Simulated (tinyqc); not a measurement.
Screening the field: polar nitride quantum well with polarisation fields.

Envelope functions on cells of 0.25 angstrom over barrier, well, barrier (widths Lb, Lw, Lb), psi = 0 beyond, psi'/m continuous (mean mass between points), c = hbar^2/2m0. With u(z) the integral of e F (F_w in the well, F_b = -F_w Lw/Lb in the barriers, 1 MV/cm = 0.01 V/angstrom), zero at the centre of the well, the electron sees u plus Vc in the barriers and the hole -u plus Vv. The transition is Eg + E_e + E_h; excitons are left out.

Constants: hbar^2/2m0 = 3.80998211 eV angstrom^2; hc = 1239.841984 eV nm.

Values chosen for the exercise (near those of a GaN well in AlN; the results hold for these values, not for the real material): Lw = 20 angstrom (well width); Lb = 70 angstrom (barrier width); Eg = 3.44 eV (gap of the well); Vc = 1.85 eV (conduction offset); Vv = 0.87 eV (valence offset); me = 0.2 m0 (electron, well); meb = 0.32 m0 (electron, barrier); mh = 1.34 m0 (hole, everywhere).

F_w = -6.6569 MV/cm

Carriers or a semipolar orientation reduce the field; here it is simply scaled in well and barrier.

Results:
```
share of the field  F_w (MV/cm)  E (eV)     nm  overlap^2  separation (angstrom)
1.0                      -6.657  3.2884  377.0       0.14                   10.6
0.8                      -5.326  3.4201  362.5       0.23                    9.6
0.6                      -3.994  3.5364  350.6       0.36                    8.2
0.4                      -2.663  3.6329  341.3       0.55                    6.4
0.0                       0.000  3.7282  332.6       0.98                    0.0
```

Give the missing row, share of the field = 0.2.

Computed row:
```
share of the field  F_w (MV/cm)  E (eV)     nm  overlap^2  separation (angstrom)
0.2                      -1.331  3.7016  334.9       0.81                    3.8
```

Full screening shifts the line by -44.5 nm (+440 meV). The first fifth of the screening gives 132 meV and the last fifth 27 meV; a purely quadratic shift would give a ratio of 9, a linear one 1, and here it is 5.0.

Program tinyqc; command `OMP_NUM_THREADS=1 python tinyqc.py 1280690 1280691 out.jsonl`; about 0.05 s on one thread of a shared Intel(R) Xeon(R) Processor @ 2.30GHz.
